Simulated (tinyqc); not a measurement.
Length of a molecular wire: coherent transport through a tight-binding bridge. Computed by the program tinyqc. T = Gamma_L Gamma_R |G_1n|^2 with the self-energies of semi-infinite chains.

A uniform bridge between two chains:
```
parameter                        value
site energy (eV)              2.090000
hopping in the bridge (eV)    0.870000
lead hopping (eV)             2.250000
couplings (eV)              0.98, 0.48
E (eV)                        0.400000
```

Transmission against length:
```
sites           T     ln T
2      2.4454e-02  -3.7109
3      1.5244e-02  -4.1835
4      1.1426e-02  -4.4718
5      9.8346e-03  -4.6218
6      9.5344e-03  -4.6528
7      1.0374e-02  -4.5685
8      1.2797e-02  -4.3586
9      1.8429e-02  -3.9938
10     3.3155e-02  -3.4066
```

What does the comparison show, and why?

E lies inside the band of the bridge (|E - e|/2h = 0.971 < 1): T does not decay but oscillates with length, between 0.010 and 0.033 here, as levels of the bridge pass E.
